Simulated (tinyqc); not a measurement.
Empirical pseudopotential in a few plane waves, step by step. One step of it, computed by the program tinyqc.

Problem. Levels at k. Diagonalise the Hermitian matrix.

H(k) at k (eV):
```
,+0+0+0,-1-1-1,-1-1+1,-1+1-1,-1+1+1,+1-1-1,+1-1+1,+1+1-1,+1+1+1,-2+0+0,+0-2+0,+0+0-2,+0+0+2,+0+2+0,+2+0+0
+0+0+0,1.655337,2.231997+0.615723i,-2.231997+0.615723i,-2.231997+0.615723i,-2.231997-0.615723i,-2.231997+0.615723i,-2.231997-0.615723i,-2.231997-0.615723i,2.231997-0.615723i,0.000000+0.897976i,0.000000+0.897976i,0.000000+0.897976i,0.000000-0.897976i,0.000000-0.897976i,0.000000-0.897976i
-1-1-1,2.231997-0.615723i,15.570291,0.000000-0.897976i,0.000000-0.897976i,-0.176874,0.000000-0.897976i,-0.176874,-0.176874,0.000000,-2.231997-0.615723i,-2.231997-0.615723i,-2.231997-0.615723i,-0.846620+0.009621i,-0.846620+0.009621i,-0.846620+0.009621i
-1-1+1,-2.231997-0.615723i,0.000000+0.897976i,6.896034,0.176874,0.000000-0.897976i,0.176874,0.000000-0.897976i,0.000000,-0.176874,-2.231997+0.615723i,-2.231997+0.615723i,0.846620+0.009621i,2.231997-0.615723i,-0.846620-0.009621i,-0.846620-0.009621i
-1+1-1,-2.231997-0.615723i,0.000000+0.897976i,0.176874,22.075983,0.000000-0.897976i,0.176874,0.000000,0.000000-0.897976i,-0.176874,-2.231997+0.615723i,0.846620+0.009621i,-2.231997+0.615723i,-0.846620-0.009621i,2.231997-0.615723i,-0.846620-0.009621i
-1+1+1,-2.231997+0.615723i,-0.176874,0.000000+0.897976i,0.000000+0.897976i,13.401726,0.000000,0.176874,0.176874,0.000000-0.897976i,2.231997+0.615723i,-0.846620+0.009621i,-0.846620+0.009621i,-2.231997-0.615723i,-2.231997-0.615723i,0.846620-0.009621i
+1-1-1,-2.231997-0.615723i,0.000000+0.897976i,0.176874,0.176874,0.000000,17.016000,0.000000-0.897976i,0.000000-0.897976i,-0.176874,0.846620+0.009621i,-2.231997+0.615723i,-2.231997+0.615723i,-0.846620-0.009621i,-0.846620-0.009621i,2.231997-0.615723i
+1-1+1,-2.231997+0.615723i,-0.176874,0.000000+0.897976i,0.000000,0.176874,0.000000+0.897976i,8.341743,0.176874,0.000000-0.897976i,-0.846620+0.009621i,2.231997+0.615723i,-0.846620+0.009621i,-2.231997-0.615723i,0.846620-0.009621i,-2.231997-0.615723i
+1+1-1,-2.231997+0.615723i,-0.176874,0.000000,0.000000+0.897976i,0.176874,0.000000+0.897976i,0.176874,23.521692,0.000000-0.897976i,-0.846620+0.009621i,-0.846620+0.009621i,2.231997+0.615723i,0.846620-0.009621i,-2.231997-0.615723i,-2.231997-0.615723i
+1+1+1,2.231997+0.615723i,0.000000,-0.176874,-0.176874,0.000000+0.897976i,-0.176874,0.000000+0.897976i,0.000000+0.897976i,14.847436,-0.846620-0.009621i,-0.846620-0.009621i,-0.846620-0.009621i,-2.231997+0.615723i,-2.231997+0.615723i,-2.231997+0.615723i
-2+0+0,0.000000-0.897976i,-2.231997+0.615723i,-2.231997-0.615723i,-2.231997-0.615723i,2.231997-0.615723i,0.846620-0.009621i,-0.846620-0.009621i,-0.846620-0.009621i,-0.846620+0.009621i,18.280996,0.176874,0.176874,-0.176874,-0.176874,0.000000
+0-2+0,0.000000-0.897976i,-2.231997+0.615723i,-2.231997-0.615723i,0.846620-0.009621i,-0.846620-0.009621i,-2.231997-0.615723i,2.231997-0.615723i,-0.846620-0.009621i,-0.846620+0.009621i,0.176874,13.221013,0.176874,-0.176874,0.000000,-0.176874
+0+0-2,0.000000-0.897976i,-2.231997+0.615723i,0.846620-0.009621i,-2.231997-0.615723i,-0.846620-0.009621i,-2.231997-0.615723i,-0.846620-0.009621i,2.231997-0.615723i,-0.846620+0.009621i,0.176874,0.176874,28.400962,0.000000,-0.176874,-0.176874
+0+0+2,0.000000+0.897976i,-0.846620-0.009621i,2.231997+0.615723i,-0.846620+0.009621i,-2.231997+0.615723i,-0.846620+0.009621i,-2.231997+0.615723i,0.846620+0.009621i,-2.231997-0.615723i,-0.176874,-0.176874,0.000000,11.052449,0.176874,0.176874
+0+2+0,0.000000+0.897976i,-0.846620-0.009621i,-0.846620+0.009621i,2.231997+0.615723i,-2.231997+0.615723i,-0.846620+0.009621i,0.846620+0.009621i,-2.231997+0.615723i,-2.231997-0.615723i,-0.176874,0.000000,-0.176874,0.176874,26.232398,0.176874
+2+0+0,0.000000+0.897976i,-0.846620-0.009621i,-0.846620+0.009621i,-0.846620+0.009621i,0.846620+0.009621i,2.231997+0.615723i,-2.231997+0.615723i,-2.231997+0.615723i,-2.231997-0.615723i,0.000000,-0.176874,-0.176874,0.176874,0.176874,21.172415
```

Give: eigenvalues.

Solution.

eigenvalues (eV): -2.3399  4.8124  7.1188  8.1320  13.1276  13.9167  15.1847  15.4422  17.4060  20.0270  20.8310  22.6251  25.9255  28.4210  31.0562
